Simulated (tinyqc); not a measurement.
## Planar ballistic transistor, top-of-the-barrier model: effect of the effective mass

At the top of the source barrier, states moving towards the drain are filled by the source (Fermi level 0) and states moving back by the drain (Fermi level -q Vd); nothing scatters. U is the shift of the band edge there, set by the capacitances CG, CD and CS (the total) and by the charge. Parabolic two-dimensional band; the source is grounded.

N0 = gv m kB T/(pi hbar^2), CG = eps0 eox/tox, vT = sqrt(2 kB T/(pi m)), CS = CG/aG, n0 = n at U = 0 and Vd = 0. eta1 = -(E0 + U)/Vt, eta2 = eta1 - Vd/Vt, n = (N0/2)[F_0(eta1) + F_0(eta2)], F_0(x) = ln(1 + exp x). U = UL + q (n - n0)/CS with UL = -(aG Vg + aD Vd), energies in eV. I = q (N0/2) vT [F_(1/2)(eta1) - F_(1/2)(eta2)] per width, F_(1/2)(x) = (2/sqrt(pi)) int_0^infinity u^(1/2)/(1 + exp(u - x)) du. CQ = (q/Vt) dn/d(eta1). E0 is held fixed.

Values chosen for this exercise; mass and valleys close to those of a monolayer dichalcogenide: temperature T = 250 K; valley degeneracy gv = 2; relative permittivity of the gate insulator eox = 16; insulator thickness tox = 1.5 nm; gate control CG/CS aG = 0.76; drain control CD/CS aD = 0.064; band edge at the barrier top above the source Fermi level at zero bias E0 = 0.15 eV; gate voltage Vg = 0.8 V; drain voltage Vd = 0.8 V.

Constants: q = 1.602176634e-19 C, kB = 1.380649e-23 J/K, hbar = 1.054571817e-34 J s, m0 = 9.1093837015e-31 kg, Vt = kB T/q, eps0 = 8.8541878128e-14 F/cm where lengths are in cm. Results are converted to the units shown.

Result of one run:
```
m (m0)	eta1	n (cm^-2)	I (uA/um)	mean velocity I/(q n) (cm/s)	CQ/CS
0.02	21.34	3.841e12	7446	1.210e8	0.1077
```

What becomes of these results when the effective mass m is changed from 0.02 to 0.32 m0, all else the same?

Result of the changed run:
```
m (m0)	eta1	n (cm^-2)	I (uA/um)	mean velocity I/(q n) (cm/s)	CQ/CS
0.32	8.680	2.500e13	7834	1.956e7	1.723
```

The whole series:
```
m (m0)	eta1	n (cm^-2)	I (uA/um)	mean velocity I/(q n) (cm/s)	CQ/CS
0.02	21.34	3.841e12	7446	1.210e8	0.1077
0.032	20.16	5.806e12	8653	9.302e7	0.1723
0.05	18.62	8.379e12	9606	7.156e7	0.2693
0.08	16.52	1.189e13	1.016e4	5.333e7	0.4309
0.13	13.90	1.627e13	1.002e4	3.845e7	0.7001
0.2	11.38	2.048e13	9234	2.814e7	1.077
0.32	8.680	2.500e13	7834	1.956e7	1.723
0.5	6.401	2.881e13	6288	1.362e7	2.688
0.8	4.444	3.208e13	4759	9.258e6	4.259
```

As m goes from 0.02 to 0.8 m0, n rises from 3.84e12 to 3.21e13 cm^-2, the mean velocity falls from 1.21e8 to 9.26e6 cm/s and the current goes from 7450 through a maximum of 10200 (at m = 0.08 m0 among the rows listed) to 4760 uA/um. CQ/CS goes from 0.11 to 4.3. A light mass gives fast carriers but too few states, a heavy one charge but slow carriers, hence the maximum between. For m = 0.02 to 0.08 m0 the source Fermi level lies over 0.3 eV above the band edge, where a light band is no longer parabolic.

Numbers from tinyqc (`OMP_NUM_THREADS=1 python tinyqc.py 2400057 2400058 out.jsonl`; about 0.01 s on one thread of a shared Intel Xeon 2.30GHz).
